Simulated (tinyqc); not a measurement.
## Bandgap voltage reference from two bipolar transistors: output against temperature

Two transistors of area 1 and N carry the same current I. Is(T) = Is (T/T0)^eta exp[(Vg0 q/kB)(1/T0 - 1/T)], VBE1 = Vt ln(I/Is(T)) + I rb, VBE2 = Vt ln(I/(N Is(T))) + I rb/N. The amplifier forces I R1(T) = VBE1 - VBE2 + Vos, with R(T) = R (1 + tc (T - T0)) for both resistors, and the output is Vref = VBE1 + I R2(T). Base currents and the Early effect are neglected.

Vt = kB T/q; I = (Vt ln N + Vos)/(R1(T) - rb (1 - 1/N)).

Inputs (values chosen for the exercise); values of the order met in silicon bipolar transistors: reference temperature T0 = 300 K; band-gap voltage extrapolated to 0 K Vg0 = 1.174 V; temperature exponent of the saturation current eta = 3.1; saturation current of the unit transistor at T0 Is = 3.6e-18 A; area ratio of the second transistor N = 10; resistor across which the difference of VBE falls, at T0 R1 = 3.7 kohm; temperature coefficient of both resistors tc = 0 ppm/K; offset of the amplifier Vos = 0 mV; series resistance of the unit transistor rb = 0 ohm; output resistor at T0 R2 = 28.06 kohm.

Constants: q = 1.602176634e-19 C, kB = 1.380649e-23 J/K. Results are converted to the units shown.

Output against temperature:
```
T (K),I (uA),VBE1 (V),I R2 (V),Vref (V),Vref - Vref(T0) (mV),dVref/dT (uV/K)
218,11.69,0.8807,0.3280,1.209,4.271,-21.66
233,12.50,0.8577,0.3506,1.208,3.855,-33.70
253,13.57,0.8268,0.3807,1.207,3.030,-48.61
273,14.64,0.7956,0.4108,1.206,1.918,-62.37
298,15.98,0.7562,0.4484,1.205,0.1577,-78.23
323,17.32,0.7164,0.4860,1.202,-1.983,-92.81
348,18.66,0.6763,0.5237,1.200,-4.474,-106.3
373,20.00,0.6359,0.5613,1.197,-7.290,-118.9
398,21.34,0.5951,0.5989,1.194,-10.41,-130.6
423,22.68,0.5541,0.6365,1.191,-13.81,-141.6
```

VBE1 falls by 1.59 mV/K on average and I R2 rises by 1.50 mV/K. The slope of Vref vanishes at T = 193 K. Between 233 and 398 K Vref spans 14.3 mV, or 71.9 ppm/K by the box method (span over the average over T, over 165 K).

Computed by the program tinyqc: `OMP_NUM_THREADS=1 python tinyqc.py 2062056 2062057 out.jsonl`, one thread of a shared Intel Xeon 2.30GHz, about 0.03 s for the whole run.
